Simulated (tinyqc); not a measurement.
Inversion layer as a triangular well, valleys of the Ge type, step by step. Values are carried at full precision from step to step, so a last printed digit may differ when a step is redone from the rounded ones.

Four ellipsoidal valleys (eight halves) with their long axes along <111>, mass ml along the axis and mt across it. For a valley whose axis makes the angle theta with the surface normal, 1/m_z = cos^2(theta)/ml + sin^2(theta)/mt sets the confinement; in the plane the masses are m_1 = mt and m_2 = ml mt/m_z, and m_d = sqrt(m_1 m_2). The Gamma and Delta valleys are left out; the heavy Delta valleys, about 0.18 eV up, can lie lowest under strong confinement.

Constants: e^2/(4 pi eps0) = 14.39964547 eV angstrom; hbar^2/2m0 = 3.80998211 eV angstrom^2; kB = 8.617333262e-05 eV/K.

Values chosen for the exercise (near those of Ge; not measured data):
```
symbol  value  unit         meaning
ml      1.586  m0           longitudinal mass
mt      0.082  m0           transverse mass
face    111                 surface
eps     16                  dielectric constant
Ns      4.1    x 1e12/cm^2  electron sheet density
Nd      0.17   x 1e12/cm^2  depletion charge
eta     0.5                 share of Ns in the effective field
T       300    K            temperature
tox     10     angstrom     SiO2-equivalent oxide thickness
```

## Valley masses on the (111) face

Group the valleys by their angle to the normal, heaviest m_z first.

Valleys (masses in m0):
```
valleys g  cos^2(theta)     m_z     m_1     m_2     m_d
1                1.0000  1.5860  0.0820  0.0820  0.0820
3                0.1111  0.0917  0.0820  1.4189  0.3411
```

The single valley with the heaviest m_z will give the lowest ladder of subbands.

## Effective field

The field is taken as constant, e F = 4 pi (e^2/4 pi eps0)(Nd + eta Ns)/eps, with 1e12/cm^2 = 1e-4/angstrom^2, and the oxide as a hard wall at z = 0; c = hbar^2/2m0.

Find e F, and F in MV/cm (1 MV/cm = 0.01 V/angstrom).

e F = 0.00251070 eV/angstrom
F = 0.2511 MV/cm

## Subband ladders

Level j of a valley lies at E_j = a_j (c (e F)^2/m_z)^(1/3) above the band edge at the surface, with the Airy zeros a_j = 2.338107, 4.087949, 5.520560, 6.786708, 7.944134, 9.022651, 10.040174, 11.008524, 11.936016, 12.828777, and has <z> = 2 E_j/(3 e F).

The ten lowest levels of all groups of valleys together, j = 0, 1, ..., c = hbar^2/2m0; primes mark the groups with lighter m_z.

Subbands:
```
label  valleys g  m_d (m0)  E (eV)  <z> (angstrom)
0              1    0.0820  0.0578           15.36
1              1    0.0820  0.1011           26.85
2              1    0.0820  0.1366           36.27
0'             3    0.3411  0.1496           39.73
3              1    0.0820  0.1679           44.58
4              1    0.0820  0.1965           52.19
5              1    0.0820  0.2232           59.27
6              1    0.0820  0.2484           65.96
1'             3    0.3411  0.2616           69.46
7              1    0.0820  0.2724           72.32
```

The second subband is 1, 43.3 meV above the first.

## Fermi level and populations

Subband i holds n_i = g m_d/(2 pi c) kB T ln(1 + exp((EF - E_i)/kB T)) (spin included), and EF is fixed by sum n_i = Ns over the levels listed or, where none are listed, over j = 0 to 9 of each group; 1e12/cm^2 = 1e-4/angstrom^2.

Solve for EF; c = hbar^2/2m0. The mean distance is sum n_i <z>_i/Ns.

EF = 0.1007 eV

Populations:
```
label  (EF - E)/kB T  n (1e12/cm^2)  share (%)
0               1.66          1.623       39.6
1              -0.02          0.607       14.8
2              -1.39          0.198        4.8
0'             -1.89          1.553       37.9
3              -2.60          0.064        1.5
4              -3.71          0.021        0.5
5              -4.74          0.008        0.2
6              -5.71          0.003        0.1
1'             -6.22          0.022        0.5
7              -6.64          0.001        0.0
```

mean distance from the surface = 28.37 angstrom

The lowest subband holds 39.6 % of the electrons and is partly degenerate (EF within a few kB T of its edge).

## Effect on the gate capacitance

The charge sits at the mean distance <z> from the surface, which adds (3.9/eps) <z> to the oxide thickness; C/Cox = tox/(tox + 3.9 <z>/eps). The density-of-states term is left out.

added thickness = 6.92 angstrom
C/Cox = 0.591

## Checks

- Lowest level by finite differences against the Airy formula, eV: both 0.0578.

(tinyqc, `OMP_NUM_THREADS=1 python tinyqc.py 1281278 1281279 out.jsonl`, Intel(R) Xeon(R) Processor @ 2.30GHz, 1 thread, shared host, about 0.03 s.)
